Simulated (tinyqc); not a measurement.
Worked calculation: Berg model of reactive sputtering of a nitride or oxide: poisoning, hysteresis and pumping speed. Computed by tinyqc, a small Python program that keeps every step. Command: `OMP_NUM_THREADS=1 python tinyqc.py 3007376 3007377 out.jsonl berg walk`. One thread of a shared host (Intel(R) Xeon(R) Processor @ 2.30GHz), about 0.05 s of CPU time with the checks. Intermediate numbers are printed to about 7 digits and carried at full precision; extremes and crossings named in words are read from the listed rows.

A diatomic gas reacts with bare metal on the target and on the collecting surfaces; ions remove metal and compound from the target. theta_t and theta_c are the compound fractions.

Inputs (values chosen for the exercise, close to those used for aluminium oxide):
```
quantity                         value     unit
ion current density J               38  mA/cm^2
target area A_t                    290     cm^2
collecting area A_c               2600     cm^2
metal yield Y_m                   0.94        -
compound yield Y_c               0.038        -
sticking coefficient alpha        0.52        -
reactive atoms per metal atom z    1.5        -
gas mass M                          32        u
pumping speed S                     52      l/s
gas temperature T                  300        K
reactive partial pressure P      0.095       Pa
```

Constants: e = 1.602176634e-19 C; u = 1.6605390666e-27 kg; k_B = 1.380649e-23 J/K.

## Steady state at the pressure P

Ion flux j = J/e; gas flux F = P/sqrt(2 pi M k_B T). Target: (2/z) alpha F (1 - theta_t) = j Y_c theta_t. Sputtered flows F_c = j Y_c theta_t A_t, F_m = j Y_m (1 - theta_t) A_t. Collector: (2/z) alpha F (1 - theta_c) A_c + F_c (1 - theta_c) = F_m theta_c. Gas use Q = alpha F [(1 - theta_t) A_t + (1 - theta_c) A_c] + P S/(k_B T); 1 sccm = 4.4780e17 molecules/s. Rate R = F_m + F_c, given relative to j Y_m A_t.

ion flux j = 2.371773e+17 1/(cm^2 s)

gas flux F = 2.554653e+17 1/(cm^2 s)

theta_t = 0.9515796

theta_c = 0.9932839

gas use (sccm): target 4.165596, collector 5.180104, pump 2.663412

total flow Q = 12.00911 sccm

rate relative to clean metal = 0.08688847

The target is poisoned. The film is 99.3 % compound. Caution: here dQ/dP is negative, a branch that flow control cannot hold.

## Critical pumping speed

P is a single-valued function of the flow Q only if dQ/dP > 0 everywhere: S must exceed k_B T times the steepest fall of the surface terms with P.

pressure of the steepest fall = 0.01529496 Pa

critical pumping speed = 1038.992 l/s

S is 0.05 times the critical value: the flow curve is S-shaped and flow control shows hysteresis.

## The hysteresis loop

Turning points solve dQ/dP = 0; a jump keeps Q fixed; the width of the loop is the difference of the two turning flows.

Corners of the loop:
```
point                              P (Pa)  Q (sccm)    theta_t    theta_c  relative rate
edge of the metallic branch  8.598524e-03  27.42431  0.6401273  0.6507571      0.3857502
landing, poisoned            7.997953e-01  27.42431  0.9939923  0.9998999      0.0461904
edge of the poisoned branch  1.276523e-01  11.71683  0.9635132  0.9962176      0.0754373
landing, metallic            1.521788e-03  11.71683  0.2394335  0.1399653      0.7702457
```

width of the loop = 15.70748 sccm

Raising the flow past 27.4 sccm drops the rate from 0.386 to 0.046; the metallic mode returns only below 11.7 sccm. The best film reachable on the metallic branch is 65 % compound, so the region between needs pressure feedback. The pressure P of the inputs lies between the turning points, where dQ/dP is negative and flow control cannot hold it.

## Flow curve at three pumping speeds

The formulas are those given above.

Pressure as the free variable:
```
P (Pa)     theta_t    theta_c  relative rate  Q at S_c/4 (sccm)  Q at S_c (sccm)  Q at 2 S_c (sccm)
0.00076  0.1358599  0.0674221      0.8696323            6.45556          6.77486             7.2006
0.00150  0.2368173  0.1378617      0.7727562           11.74626         12.37645            13.2167
0.00310  0.3907236  0.2894723      0.6250716           20.02768         21.33009            23.0666
0.00540  0.5276530  0.4743232      0.4936776           26.11301         28.38172            31.4067
0.00920  0.6555509  0.6752726      0.3709501           28.41347         32.27868            37.4323
0.01500  0.7562772  0.8257806      0.2742957           26.62853         32.93050            41.3331
0.02400  0.8323508  0.9162060      0.2012975           23.33241         33.41556            46.8598
0.03800  0.8871458  0.9623546      0.1487176           20.81959         36.78457            58.0712
0.06100  0.9265729  0.9843253      0.1108843           20.36178         45.98978            80.1604
0.12000  0.9612766  0.9957328      0.0775835           25.17068         75.58641           142.8074
```

At S_c/4 the flow falls with pressure in 4 of the intervals: as the target poisons, less metal arrives to getter the gas. At 2 S_c it rises throughout. Coverages and rate depend on P alone, not on S. The collector converts before the target (theta_c = 0.68 at theta_t = 0.66), since the metal is spread over a larger area and no ions clean it. The rate tends to Y_c/Y_m = 0.040.

Checks made by the program: gas taken up by surfaces against gas bound in the growing film (relative difference below 1e-10).
